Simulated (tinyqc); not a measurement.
Worked calculation: cyclotron resonance of ellipsoidal valleys, Ge type. Values are carried at full precision from step to step, so a last printed digit may differ when a step is redone from the rounded ones.

Valleys along [111], [-111], [1-11], [11-1], mass ml along the axis and mt across it. B lies in the (1-10) plane, b = (sin(theta)/sqrt2, sin(theta)/sqrt2, cos(theta)). For the angle phi between B and the axis, 1/mc^2 = cos^2(phi)/mt^2 + sin^2(phi)/(mt ml). Resonance: h nu = 2 muB B/mc, h = 2 pi hbar.

Constants: hbar = 6.58211957e-16 eV s; muB = 5.788381798e-05 eV/T.

Values chosen for the exercise (near those of Ge; the results hold for these values, not for the real material):
```
symbol  value  unit     meaning
theta   66     degrees  angle of B from [001] towards [110]
ml      1.582  m0       longitudinal mass
mt      0.086  m0       transverse mass
nu      140    GHz      microwave frequency
tau     23     ps       scattering time
```

## Angles to the valley axes

Give b and cos^2(phi) for each axis.

b: 0.6460  0.6460  0.4067

cos^2(phi): [111] 0.9618, [-111] 0.0551, [1-11] 0.0551, [11-1] 0.2612

## Cyclotron masses and resonance fields

For each axis, mc and B = h nu mc/(2 muB).

Resonances:
```
axis    mc (m0)   B (T)
[111]    0.0876  0.4381
[-111]   0.2635  1.3179
[1-11]   0.2635  1.3179
[11-1]   0.1567  0.7835
```

3 distinct masses appear; the limits are mt = 0.086 (B along the axis) and sqrt(ml mt) = 0.3689 (B across it).

## The same from the mass tensor

For the valley along [11-1]: M = mt 1 + (ml - mt) a a^T, and mc^2 = det M/(b M b).

M (m0):
```
         x        y        z
x   0.5847   0.4987  -0.4987
y   0.4987   0.5847  -0.4987
z  -0.4987  -0.4987   0.5847
```

det M = 0.011700
b M b = 0.4768
mc = 0.1567 m0

## Line shape

For linear polarisation and one isotropic mass the absorbed power goes as P = [1 + (w^2 + wc^2) tau^2]/([1 + (wc^2 - w^2) tau^2]^2 + 4 w^2 tau^2), w = 2 pi nu. List it for wc/w = 0, 0.5, 0.8, 0.9, 1, 1.1, 1.2, 1.5 and 2, which is B over the resonance field.

w tau = 20.232

Power:
```
wc/w         P
0.0   0.002437
0.5   0.005381
0.8    0.02916
0.9    0.09851
1.0     0.5003
1.1    0.09845
1.2    0.02903
1.5   0.005034
2.0   0.001354
```

The largest listed value lies at wc/w = 1.0, 205.3 times the zero-field value. With w tau well above 1 the line is sharp, of relative half width about 1/(w tau). The closest two lines of this crystal are 68.2 % apart, so they are resolved.

## Checks

- Rotation frequency of dv/dt = -M^-1 (v x b) for the valley along [11-1], in units of e B/m0, against 1/mc: both 6.3833.

(tinyqc, `OMP_NUM_THREADS=1 python tinyqc.py 1252061 1252062 out.jsonl`, Intel(R) Xeon(R) Processor @ 2.30GHz, 1 thread, shared host, about 0.01 s.)
